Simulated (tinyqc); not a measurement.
Cylindrical quantum wire, step by step. Values are carried at full precision from step to step, so a last printed digit may differ when a step is redone from the rounded ones.

With hard walls E = c (x/R)^2/mw, x a zero of J_m: (1,0) 2.404826; (2,0) 5.520078; (1,1) 3.831706; (2,1) 7.015587; (1,2) 5.135622; (2,2) 8.417244; (1,3) 6.380162; (2,3) 9.761023.

Constants: hbar^2/2m0 = 3.80998211 eV angstrom^2.

Parameters, chosen for this exercise (near those of an InGaAs wire in InP; shifted at random, so the results belong to these values and not to a real crystal):
- R = 144 angstrom (radius)
- mw = 0.0399 m0 (mass inside)
- V0 = 0.251 eV (barrier height)
- mb = 0.0809 m0 (mass outside)
- E = 0.0185 eV (trial energy)

## Hard-wall levels

The six lowest of these, with their orbital degeneracy; c = hbar^2/2m0.

Hard walls:

| state | degeneracy | x | E (eV) |
|---|---|---|---|
| (1,0) | 1 | 2.4048 | 0.0266 |
| (1,1) | 2 | 3.8317 | 0.0676 |
| (1,2) | 2 | 5.1356 | 0.1215 |
| (2,0) | 1 | 5.5201 | 0.1403 |
| (1,3) | 2 | 6.3802 | 0.1875 |
| (2,1) | 2 | 7.0156 | 0.2266 |

The ballistic conductance steps are 2, 4, 4, 2 e^2/h as EF passes the first four edges (spin included, one valley). The real barrier, V0 = 0.251 eV, lowers all of them.

## The matching condition at a trial energy

A cylinder of radius R, isotropic masses, c = hbar^2/2m0, k = sqrt(mw E/c), kappa = sqrt(mb (V0 - E)/c). State (n, m) is J_m(k r) inside and K_m(kappa r) outside; psi and psi'/m are continuous: (k/mw) J_m'(kR)/J_m(kR) = (kappa/mb) K_m'(kappa R)/K_m(kappa R).

Both sides for the lowest state, with J_0' = -J_1 and K_0' = -K_1.

k R = 2.0043
kappa R = 10.1178
left side = -0.9083 1/angstrom
right side = -0.9105 1/angstrom

The left side falls with E and the right side rises; here the left is the larger, so the level lies above the trial energy.

## Bound levels

All roots below V0 for angular numbers 0 to 3, two each at most; the last column is the ratio to the hard-wall level.

Finite barrier:

| state | degeneracy | E (eV) | k R | E/E(hard) |
|---|---|---|---|---|
| (1,0) | 1 | 0.0185 | 2.0051 | 0.695 |
| (1,1) | 2 | 0.0472 | 3.2015 | 0.698 |
| (1,2) | 2 | 0.0848 | 4.2918 | 0.698 |
| (2,0) | 1 | 0.0989 | 4.6350 | 0.705 |
| (1,3) | 2 | 0.1304 | 5.3214 | 0.696 |
| (2,1) | 2 | 0.1600 | 5.8941 | 0.706 |
| (2,2) | 2 | 0.2272 | 7.0238 | 0.696 |

7 levels of these are bound; the lowest reaches 70 % of its hard-wall value.

## Checks

- Lowest level by radial finite differences against the matching condition, eV: both 0.0185.

tinyqc: `OMP_NUM_THREADS=1 python tinyqc.py 1251793 1251794 out.jsonl`; about 0.03 s, one thread, shared Intel(R) Xeon(R) Processor @ 2.30GHz.
